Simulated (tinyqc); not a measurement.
# Admittance spectroscopy of a deep trap: effect of the bias

Schottky contact on an n-type layer with shallow donors Nd (all ionised) and a donor-like deep trap, neutral when filled and positive when empty; depletion approximation. Traps within lam of the depletion edge stay filled. The traps at xt = W - lam, where the level crosses the Fermi level, follow a slow signal and not a fast one. w = 2 pi f.

Emission rate en = sn vth(T) Nc(T) exp(-Et/kB T) = sn g T^2 exp(-Et/kB T), g = vth Nc/(300 K)^2, as vth goes as T^0.5 and Nc as T^1.5 (degeneracy factor 1). lam = sqrt(2 eps0 eps_r (EF - ET)/(q Nd)), EF - ET = Et - (kB T/q) ln(Nc(T)/Nd), Nc(T) = Nc (T/300 K)^1.5. In the steady state at the band bending V, 2 eps0 eps_r V/q = Nd W^2 + Nt (W - lam)^2 (the second term only if W > lam). V = Vbi + Vr. C_HF = eps0 eps_r/W, C_LF = eps0 eps_r (Nd + Nt)/(Nd W + Nt xt). Inflection frequency w0 = 2 en [1 + Nt xt/(Nd W)]; C = C_HF + (C_LF - C_HF)/(1 + (w/w0)^2), G/w = (C_LF - C_HF)(w/w0)/(1 + (w/w0)^2).

Parameters, values chosen for the exercise; material values close to those of silicon: relative permittivity eps_r = 11.9; conduction-band density of states at 300 K Nc = 2.77e19 cm^-3; thermal velocity at 300 K vth = 2.4e7 cm/s; shallow donor density Nd = 6.8e15 cm^-3; built-in voltage Vbi = 0.61 V; depth of the trap below the conduction edge Et = 0.1 eV; capture cross-section sn = 2.3e-15 cm^2; trap density Nt = 6.8e14 cm^-3; temperature T = 91 K.

Constants: q = 1.602176634e-19 C, kB = 1.380649e-23 J/K, eps0 = 8.8541878128e-14 F/cm where lengths are in cm. Results are converted to the units shown.

Results:
```
Vr (V)	W (nm)	xt/W	C_HF (nF/cm^2)	step (nF/cm^2)	step (% of C_HF)
0	335.2	0.7100	31.44	0.8514	2.708
1.7	645.6	0.8494	16.32	0.2265	1.388
2.6	759.6	0.8720	13.87	0.1633	1.177
3.4	848.1	0.8854	12.42	0.1308	1.053
4.3	937.6	0.8963	11.24	0.1069	0.9515
5.1	1010	0.9038	10.43	0.09199	0.8822
6	1087	0.9105	9.697	0.07951	0.8199
```

Estimate the missing row, Vr = 0.9 V.

Computed row:
```
Vr (V)	W (nm)	xt/W	C_HF (nF/cm^2)	step (nF/cm^2)	step (% of C_HF)
0.9	523.4	0.8143	20.13	0.3458	1.717
```

With this row back in the table: xt/W rises from 0.710 to 0.911 since lam stays at 97.2 nm, and the relative step falls from 2.71 to 0.820 %: the nearer xt lies to W in proportion, the less the traps add. In every row T is below 110 K, where shallow donors begin to freeze out; the model keeps them ionised.

Numbers from tinyqc (`OMP_NUM_THREADS=1 python tinyqc.py 2050012 2050013 out.jsonl`; about 0.01 s on one thread of a shared Intel Xeon 2.30GHz).
